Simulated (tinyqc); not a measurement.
# Deal-Grove kinetics of thermal oxidation of silicon, step by step

A worked calculation. Computed by tinyqc, a small Python program that keeps every step. Command: `OMP_NUM_THREADS=1 python tinyqc.py 3024073 3024074 out.jsonl oxide walk`. One thread of a shared host (Intel(R) Xeon(R) Processor @ 2.30GHz), about 0.1 s of CPU time with the checks. Intermediate numbers are printed to about 7 digits and carried at full precision; extremes and crossings named in words are read from the listed rows.

Oxidant diffuses through the oxide and reacts at the interface, so that dx/dt = B/(A + 2x) for the oxide thickness x.

Inputs (values chosen for the exercise, close to those used for silicon):

| quantity | value | unit |
|---|---|---|
| prefactor B0 | 693 | um^2/h |
| activation energy E_B | 1.24 | eV |
| prefactor (B/A)0 | 6.98e+06 | um/h |
| activation energy E_A | 2 | eV |
| temperature T | 800 | C |
| oxidant pressure p | 2 | atm |
| pressure exponent m of B/A | 0.78 | - |
| initial oxide x_i | 0.05 | um |
| time t | 0.19 | h |
| ratio c of the extra rate to B/A | 2.3 | - |
| decay length L | 0.01 | um |

Ambient: dry oxygen. Surface: (111). Extension: thin-film term.

Constants: k_B = 8.617333262e-05 eV/K.

## Rate constants

B = B0 p exp(-E_B/(k_B T)), B/A = (B/A)0 p^m exp(-E_A/(k_B T)), p in atm; A = B/(B/A). Temperatures in kelvin are T(C) + 273.15.

parabolic constant B = 0.002081690 um^2/h

linear constant B/A = 0.004854712 um/h

length A = 0.4287979 um

Reaction at the interface limits growth while x is well below A/2 = 0.214 um, diffusion once x is well above it.

## Thickness after the oxidation

tau = (x_i^2 + A x_i)/B and x = (A/2) [sqrt(1 + 4 B (t + tau)/A^2) - 1], the root of x^2 + A x = B (t + tau). Silicon consumed is 0.44 times the oxide grown; the rate is B/(A + 2x).

tau = 11.50022 h

oxide thickness x = 0.05074691 um

silicon consumed = 3.286394e-04 um

final growth rate = 0.003925557 um/h

2x/A = 0.237: the interface reaction limits the rate.

## Full law against its linear and parabolic limits

Linear limit x = (B/A)(t + tau); parabolic limit x = sqrt(B (t + tau)).

Thickness (um):

| t (h) | full | linear limit | parabolic limit | 2x/A |
|---|---|---|---|---|
| 0.05 | 0.0501968 | 0.0560730 | 0.1550612 | 0.2341278 |
| 0.1 | 0.0503934 | 0.0563157 | 0.1553965 | 0.2350449 |
| 0.25 | 0.0509823 | 0.0570439 | 0.1563979 | 0.2377919 |
| 0.5 | 0.0519611 | 0.0582576 | 0.1580530 | 0.2423568 |
| 1 | 0.0539078 | 0.0606850 | 0.1613121 | 0.2514367 |
| 2 | 0.0577594 | 0.0655397 | 0.1676403 | 0.2694017 |
| 4 | 0.0653037 | 0.0752491 | 0.1796292 | 0.3045896 |
| 8 | 0.0798124 | 0.0946679 | 0.2014781 | 0.3722612 |
| 16 | 0.1068702 | 0.1335056 | 0.2392633 | 0.4984641 |
| 32 | 0.1550884 | 0.2111810 | 0.3009219 | 0.7233636 |

Both limits lie above the full result, since each drops one resistance. The linear law overshoots by 12 % in the first row and 36 % in the last, the parabolic law by 210 % and 94 %. The linear law is the better one in every row, as 2x/A stays below 1.24.

## A single trial Runge-Kutta step of the thin-film equation

With f(x) = B/(A + 2x) + c (B/A) exp(-x/L) and h = L/(4 f(x_i)): k1 = f(x_i), k2 = f(x_i + h k1/2), k3 = f(x_i + h k2/2), k4 = f(x_i + h k3), x = x_i + h (k1 + 2 k2 + 2 k3 + k4)/6.

step h = 0.6231491 h

k1 to k4 (um/h): 0.004011881  0.003984517  0.003984700  0.003958712

x after the step = 0.05248315 um

## Thickness with the thin-film term

Thin-film (Massoud) form: dx/dt = B/(A + 2x) + c (B/A) exp(-x/L), integrated from x_i by fourth-order Runge-Kutta in 2000 steps, the i-th of length (2 i - 1) t/2000^2.

thickness with the thin-film term = 0.05076065 um

The extra term adds 0.0137 nm to the Deal-Grove value.

## What the thin-film term adds

The formulas are those given above.

Thickness:

| t (h) | Deal-Grove (um) | with the term (um) | difference (nm) |
|---|---|---|---|
| 0.02 | 0.0500787 | 0.0500802 | 0.0014985 |
| 0.05 | 0.0501968 | 0.0502005 | 0.0037229 |
| 0.1 | 0.0503934 | 0.0504007 | 0.0073692 |
| 0.3 | 0.0511784 | 0.0511996 | 0.0212197 |
| 1 | 0.0539078 | 0.0539693 | 0.0615740 |
| 3 | 0.0615573 | 0.0616865 | 0.1291194 |
| 10 | 0.0868048 | 0.0869783 | 0.1734356 |
| 30 | 0.1494108 | 0.1495591 | 0.1483645 |

The gain reaches at most 0.173 nm among these rows, at 10 h, and then shrinks, because the thicker film grows more slowly once diffusion matters. If the base rate kept its starting value B/(A + 2 x_i), the gain would level off at L ln(1 + c (1 + 2 x_i/A) exp(-x_i/L)) = 0.189 nm.

Checks made by the program: closed form against Runge-Kutta integration of dx/dt (relative difference below 1e-10).
